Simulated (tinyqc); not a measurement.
Comparisons within one model: temperature and isotope dependence of a band gap in oscillator models. A value that a table varies takes the place of the one given here.

E(T) = E0 - sum_i sl_i th_i n_i(T), n = 1/(exp(th/T) - 1). The same coupling lowers the gap at 0 K by the zero-point term ZP = sum_i sl_i th_i/2, so the gap of the static lattice is E0 + ZP. Thermal expansion is taken as part of the slopes.

Two-parameter forms are made to pass through the falls at the two temperatures T12: Varshni aV T^2/(T + bV), from the line T^2/fall = (T + bV)/aV; one oscillator s1 t1/(exp(t1/T) - 1), with t1 from the ratio of the falls.

Constants: kB = 8.617333262e-05 eV/K; hbar^2/2m0 = 3.80998211 eV angstrom^2.

Parameters, chosen for this exercise (near those of GaP; the results hold for these values, not for the real material):
- E0 = 2.335 eV (gap at 0 K)
- th = (156, 416) K (temperatures of two oscillators)
- sl = (0.1369, 0.3701) meV/K (their high-temperature slopes)
- T12 = (260, 530) K (temperatures of the fits)
- mm = 0.89 m0 (geometric mean of the density-of-states masses)
- T = 400 K (temperature)

## How far the fits carry

Falls of the gap from E0, and errors of the two fits against the model.

Results:
```
T (K)  fall (meV)  Varshni - model (meV)  one oscillator - model (meV)  fall/ZP
20           0.01                   0.59                         -0.01    0.000
50           1.02                   2.50                         -0.79    0.012
100          8.12                   4.55                         -1.67    0.093
200         40.06                   2.20                         -0.48    0.457
300         82.61                  -1.10                          0.18    0.942
400        128.94                  -2.13                          0.28    1.471
600        225.83                   2.49                         -0.26    2.576
800        324.93                  13.37                         -1.22    3.707
```

Below the first fit point the largest errors are +4.55 meV (Varshni, 100 K, on a fall of 8.12 meV) and -1.67 meV (one oscillator, 100 K); a T^2 law cannot freeze out; a single oscillator misses the soft modes. At 800 K, beyond the second fit point, they are +13.4 and -1.2 meV, so the oscillator extrapolates better here. The thermal fall equals ZP between 300 and 400 K.

## What the shift does to the intrinsic density

ni = 2 (mm kT/(4 pi c))^(3/2) exp(-E/2kT), c = hbar^2/2m0, with E(T) and with E0; 1 angstrom^-3 = 1e24 cm^-3. Apparent gap from an Arrhenius plot of ni/T^(3/2): E(T) - T dE/dT, dE/dT = -sum sl_i (th_i/T)^2 n_i (1 + n_i).

Results:
```
T (K)  E(T) (eV)  ni (cm^-3)  ni with E(T) / ni with E0  apparent gap (eV)
200       2.2949    1.39e-10                      3.197             2.3732
250       2.2744    0.000191                      4.083             2.3814
300       2.2524        2.54                      4.942             2.3874
350       2.2295    2.36e+03                      5.747             2.3920
400       2.2061    4.11e+05                      6.491             2.3955
500       2.1581    6.03e+08                      7.794             2.4007
700       2.0598    2.89e+12                      9.789             2.4068
```

Using E0 in place of E(T) understates ni by a factor that rises from 3.20 to 9.79, towards exp(sum sl/2kB) = 18.9. The slope of an Arrhenius plot returns neither E(T) nor E0 but the intercept of the tangent, 2.3874 eV at 300 K, which lies 52 meV above E0 and tends to the static gap 2.4227 eV.

## What each parameter does

Gap at T, slope -sum sl_i (th_i/T)^2 n_i (1 + n_i) and ZP. Each row changes one parameter from the base and keeps the others.

Results:
```
case                        E(T) (eV)  dE/dT (meV/K)  ZP (meV)
base                           2.2061        -0.4736     87.66
T = 440 K                      2.1870        -0.4792     87.66
E0 = 2.345 eV                  2.2161        -0.4736     87.66
th = (156, 499) K              2.2158        -0.4608    103.02
sl = (0.178, 0.3701) meV/K     2.1926        -0.5142     90.86
```

The largest shifts from the base row, up to three for each result and ties (the steps differ in size, so this ranks the rows, not the parameters). E(T) (eV): T -0.0191, sl -0.0134, E0 +0.0100. dE/dT (meV/K): sl -0.0406, th +0.0129, T -0.0055; unchanged at the printed digits by E0. ZP (meV): th +15.36, sl +3.21; unchanged at the printed digits by T and E0.

(tinyqc, `OMP_NUM_THREADS=1 python tinyqc.py 1851089 1851090 out.jsonl`, Intel(R) Xeon(R) Processor @ 2.30GHz, 1 thread, shared host, about 0.01 s.)
